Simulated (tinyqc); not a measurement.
Wannier-Stark ladder of a miniband, step by step. Values are carried at full precision from step to step, so a last printed digit may differ when a step is redone from the rounded ones.

One state in each well j = -(Nw - 1)/2 ... (Nw - 1)/2: H_jj = j e F d, H_(j,j+1) = -W/4; 1 kV/cm = 0.01 meV/angstrom. In an infinite chain the levels are j e F d and the state of well 0 has amplitude J_j(x) in size on well j, x = W/(2 e F d).

Constants: hbar = 6.58211957e-16 eV s.

Parameters, chosen for this exercise (near those of an InGaAs/InAlAs superlattice; not measured data): W = 22 meV (miniband width); d = 116 angstrom (period); F = 4.2 kV/cm (field); Nw = 7 (wells).

## Scales

Give e F d, x, the Bloch frequency e F d/(2 pi hbar) and period, and the swing W/(e F) of a wave packet.

e F d = 4.872 meV
x = 2.2578
frequency = 1.178 THz
period = 0.849 ps
swing = 524 angstrom

## The matrix

Fill it in.

H (meV), rows -3, -2, -1, 0, 1, 2, 3 and columns alike:
```
[[-14.616, -5.500, 0, 0, 0, 0, 0],
 [-5.500, -9.744, -5.500, 0, 0, 0, 0],
 [0, -5.500, -4.872, -5.500, 0, 0, 0],
 [0, 0, -5.500, 0, -5.500, 0, 0],
 [0, 0, 0, -5.500, 4.872, -5.500, 0],
 [0, 0, 0, 0, -5.500, 9.744, -5.500],
 [0, 0, 0, 0, 0, -5.500, 14.616]]
```

## Levels and the middle state

Diagonalise; give the levels, their spacings and the weights of the middle level on the wells.

levels (meV): [-19.029, -11.168, -5.194, 0.000, 5.194, 11.168, 19.029]

spacings (meV): [7.861, 5.975, 5.194, 5.194, 5.975, 7.861]

weights: [0.0227, 0.1604, 0.3124, 0.0089, 0.3124, 0.1604, 0.0227]

The spacing in the middle is 1.0661 e F d and at the ends 1.613 e F d; states that reach the ends of the stack are pushed apart.

## Bessel amplitudes

With x = W/(2 e F d): J_j(x)^2 for j = 0 to 5, their running sum over -j ... j, and the spread sqrt(sum j^2 J_j^2) = x/sqrt2. For a hole fixed in well 0 the J_j^2 are the strengths of the optical lines at j e F d.

Weights:
```
j   J_j^2     sum
0  0.0062  0.0062
1  0.2993  0.6048
2  0.1650  0.9348
3  0.0297  0.9942
4  0.0027  0.9997
5  0.0002  1.0000
```

spread = 1.597 periods

The strongest line is j = +/-1.

## Checks

- Weight on well 1 of the middle state of 61 wells against J_1(x)^2: both 0.2993.

Computed by tinyqc, a small Python program: `OMP_NUM_THREADS=1 python tinyqc.py 1281281 1281282 out.jsonl` (the numbers bound the seed that draws the inputs); one thread of a shared host (Intel(R) Xeon(R) Processor @ 2.30GHz), about 0.01 s for the whole set of steps.
